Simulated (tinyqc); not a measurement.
Precursor delivery by bubblers, mass-transport growth and the solid composition of a III-V alloy: one step, computed by the program tinyqc.

1 sccm = 44.615 micromol/min; 1 torr = 133.322 Pa. The sources decompose fully at the surface.

Task: Solid composition. A sticks fully. B desorbs: its surface pressure is p_B* = x gamma_B K/sqrt(p_V), ln gamma_B = L0 (1 - x)^2/(R T), K = 10^(log10 K at 1000 K) exp[-(H/R)(1/T - 1/1000)], p_V in torr. With equal diffusivities x = (p_2 - p_B*)/(p_1 + p_2 - p_B*). Growth rate = rate per torr x p_1/(1 - x).

Inputs (values chosen for the exercise, modelled on trimethylgallium (source 1) and trimethylindium (source 2) for the vapour pressures):

| quantity | value | unit |
|---|---|---|
| bath temperature T1 | 262 | K |
| bath temperature T2 | 301 | K |
| growth temperature T | 970 | K |
| flow cross-section A | 43 | cm^2 |
| interaction L0 of the solid | 16.3 | kJ/mol |
| log10 of p_B,eq over pure BC at 1000 K and 1 torr of group V (exaggerated: liquid indium has about -4.1) | -3 | log10 torr |
| enthalpy of that equilibrium H | 329 | kJ/mol |

Alloy: mixing on the group-III sites, with desorption of B.

p_V = 0.6494545 torr

vapour fraction of source 2 = 0.4235569

p_1 = 0.005333927 torr

p_2 = 0.003919245 torr

growth rate per torr of group III = 245.0576 micrometre/(h torr)

Constants: R = 8.314462618 J/(mol K).

Give: K/sqrt(p_V); solid fraction x; share of B incorporated, 1 - p_B*/p_2; growth rate.

Result:

K/sqrt(p_V) = 3.650e-04 torr

solid fraction x = 0.4041

share of B incorporated, 1 - p_B*/p_2 = 0.9229

growth rate = 2.193 micrometre/h

Only 92 % of the B supplied is built in; more group V or a lower T would raise it. Caution: the boundary layer is a quarter or more of the root of the cross-section, so it fills much of the channel and depletion along the flow matters.
